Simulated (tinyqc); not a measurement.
Worked calculation: Hubbard chain of 3 sites. Computed by tinyqc, a small Python program that keeps every step. Settings: hopping = 1.06, U = 6.0, mixing = 1, iteration cap = 82. Command: `OMP_NUM_THREADS=1 python tinyqc.py 20074 20075 out.jsonl` (the two numbers bound the seeds that draw the settings). One thread of a shared host (Intel(R) Xeon(R) Processor @ 2.60GHz), about 0.2 s of CPU time with the checks.

one-body matrix (hopping and site energies) (eV), order 1, 2, 3:
$$\begin{pmatrix}
0.000000 & -1.060000 & 0.000000 \\
-1.060000 & 0.000000 & -1.060000 \\
0.000000 & -1.060000 & 0.000000
\end{pmatrix}$$

U = 6.000000 eV

electrons, up and down: [2, 2]

n(up) at the start (a guess, not normalised): 1 1.000000, 2 0.217000, 3 1.000000

n(down) at the start (a guess): 1 0.217000, 2 1.000000, 3 0.217000

Each step fills the lowest levels of T + U n(other spin) and sets n(new) = n + mixing (n(out) - n); stop when output and input agree to 1e-8.

Course of the cycle:
```
iteration      E (eV)  largest |n(out) - n(in)|  mean |n_up - n_down|
1          5.03827658                  3.22e-01              0.561980
2          4.93415020                  1.18e-01              0.492562
3          4.92278062                  2.70e-02              0.481168
4          4.92074818                  2.03e-02              0.469501
5          4.92030723                  5.89e-03              0.467058
6          4.92020482                  4.70e-03              0.464374
7          4.92018013                  1.42e-03              0.463786
8          4.92017408                  1.15e-03              0.463130
9          4.92017259                  3.52e-04              0.462984
10         4.92017222                  2.85e-04              0.462822
11         4.92017212                  8.75e-05              0.462786
...               ...                       ...                   ...
72         4.42772600                  5.69e-04              0.486906
73         4.42772393                  4.84e-04              0.486584
74         4.42772241                  4.21e-04              0.486404
75         4.42772128                  3.59e-04              0.486166
76         4.42772044                  3.11e-04              0.486032
77         4.42771982                  2.66e-04              0.485856
78         4.42771937                  2.30e-04              0.485757
79         4.42771903                  1.97e-04              0.485626
80         4.42771878                  1.70e-04              0.485553
81         4.42771859                  1.46e-04              0.485456
82         4.42771845                  1.26e-04              0.485402
```

Can the last value be used, and what does the course show?

Not by the stop rule, although the second column moves by less than 1e-06 over the last three steps. Not converged within 82 iterations: the residual falls steadily but slowly, by a factor of about 0.86 a step. The lowest mean-field energy found from random starts is 4.42772 eV. Reruns (cap 100 unless said): mixing 0.2: not converged; mixing 0.5: not converged; mixing 0.9: not converged; the original settings with a cap of 400: converged in 145 (E = 4.42772).
